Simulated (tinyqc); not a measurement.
Abrupt p-n junction, non-linear Poisson equation by Newton steps: one step of the calculation.

One dimension, p side on the left, n side on the right; net doping C = -Na for x < 0 and +Nd for x > 0. The potential psi is counted from the intrinsic level, and the quasi-Fermi potentials are flat: 0 for holes and -V for electrons, so n = ni exp((psi + V)/Vt) and p = ni exp(-psi/Vt) (Boltzmann statistics, full ionisation, no current).

Task. Newton step. Solve the tridiagonal system a_(i-1) d_(i-1) + b_i d_i + a_i d_(i+1) = -F_i for nodes 1 to 12, with d = 0 on fixed nodes. Each component d is damped to sign(d) Vt ln(1 + |d|/Vt) before it is added.

Inputs (values chosen for the exercise):
```
symbol  value  unit      meaning
T         300     K  temperature
```

Constants: q = 1.602176634e-19 C, kB = 1.380649e-23 J/K, Vt = kB T/q. Results are converted to the units shown.

coupling a_i, interval 0 to 12 (F/cm^2): 9.2494641e-7  1.0256831e-6  1.1383956e-6  1.2633414e-6  1.3999189e-6  1.5672314e-6  1.7294490e-6  1.9184074e-6  7.1940276e-7  2.6837823e-7  1.0028461e-7  3.7670545e-8  1.4075271e-8

```
node  diagonal b (F/cm^2)  residual F (C/cm^2)
1           -3.5067803e-6        -1.2666253e-8
2           -3.2599832e-6        -1.9349454e-8
3           -3.1922899e-6        -2.2524994e-8
4           -3.2466722e-6        -2.3658267e-8
5           -3.4044164e-6        -2.3487863e-8
6           -3.6312761e-6        -2.2640544e-8
7           -3.9091303e-6        -2.1531174e-8
8           -3.0358461e-6         1.0956211e-8
9           -1.7371446e-6         2.1155770e-8
10          -1.1497542e-6         2.4967101e-8
11          -3.0473286e-7         1.7039709e-8
12          -5.2283147e-8         3.4029702e-8
```

psi at the start, node 0 to 13 (V): -0.44457404  -0.43749779  -0.43111652  -0.42536706  -0.42018623  -0.41551084  -0.41133459  -0.40755006  -0.40413829  -0.39504024  -0.37065243  -0.30538659  -0.13163921  0.33337198

Wanted: Newton step d, before damping; psi after iteration 1.

Result.

Newton step d, before damping, node 1 to 12 (V): -0.00888  -0.01800  -0.02655  -0.03304  -0.03576  -0.03319  -0.02419  -0.00814  0.01491  0.03950  0.16398  0.76902
psi after iteration 1, node 0 to 13 (V): -0.44457  -0.44513  -0.44478  -0.44363  -0.44147  -0.43796  -0.43268  -0.42462  -0.41122  -0.38327  -0.34668  -0.25384  -0.04308  0.33337

Computed by the program tinyqc: `OMP_NUM_THREADS=1 python tinyqc.py 2000122 2000123 out.jsonl`, one thread of a shared Intel Xeon 2.30GHz, about 0.03 s for the whole run.
